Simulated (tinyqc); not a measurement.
Worked calculation: Hueckel theory of the pi electrons with the omega technique, for the molecule C=C1C(F)=CC=C1F (SMILES; centres numbered as the heavy atoms are written). Computed by tinyqc, a small Python program that keeps every step. Settings: charge = 0, omega = 1.4, damping = 0. Command: `OMP_NUM_THREADS=1 python tinyqc.py 22991 22992 out.jsonl` (the two numbers bound the seeds that draw the settings). One thread of a shared host (Intel(R) Xeon(R) Processor @ 2.60GHz), about 0.01 s of CPU time with the checks.

Centres:
```
centre  z_r, pi electrons of the neutral centre        h
1C                                            1  0.00000
2C                                            1  0.00000
3C                                            1  0.00000
4F                                            2  2.69000
5C                                            1  0.00000
6C                                            1  0.00000
7C                                            1  0.00000
8F                                            2  2.69000
```

Bonds:
```
i  j        k
1  2        1
2  3        1
3  4  0.68000
3  5        1
5  6        1
6  7        1
7  8  0.68000
7  2        1
```

Each round sets h_r = h_r(0) + omega (z_r - P_rr), keeping the share named as damping of the old diagonal; repeat until output and input diagonals agree to 1e-6.

Rounds:
```
round   sum n x  largest |h(out) - h(in)|
1      18.44162                  5.06e-01
2      18.40239                  5.55e-01
3      18.54281                  6.56e-01
4      18.44432                  8.32e-01
5      18.67403                  9.89e-01
6      18.54062                  1.21e+00
7      18.89443                  1.36e+00
8      18.69771                  1.56e+00
9      19.14592                  1.65e+00
10     18.87248                  1.77e+00
11     19.36268                  1.82e+00
12     19.03348                  1.89e+00
13     19.53532                  1.91e+00
14     19.17154                  1.95e+00
15     19.67002                  1.96e+00
16     19.28131                  1.99e+00
17     19.76936                  1.99e+00
18     19.36107                  2.01e+00
19     19.83745                  2.01e+00
20     19.41456                  2.03e+00
21     19.88127                  2.03e+00
22     19.44834                  2.03e+00
23     19.90820                  2.03e+00
24     19.46884                  2.04e+00
25     19.92428                  2.04e+00
26     19.48098                  2.04e+00
27     19.93370                  2.04e+00
28     19.48805                  2.04e+00
29     19.93916                  2.04e+00
30     19.49214                  2.04e+00
31     19.94230                  2.04e+00
32     19.49449                  2.04e+00
33     19.94410                  2.04e+00
34     19.49583                  2.04e+00
35     19.94513                  2.04e+00
36     19.49660                  2.04e+00
37     19.94572                  2.04e+00
38     19.49704                  2.04e+00
39     19.94606                  2.04e+00
40     19.49730                  2.04e+00
```

Can the last value be used, and what does the course show?

Not by the stop rule. Not converged within 40 rounds: the residual has stopped falling: the iteration swings between two states. Reruns: damping 0.5: converged in 16; damping 0.8: not converged.
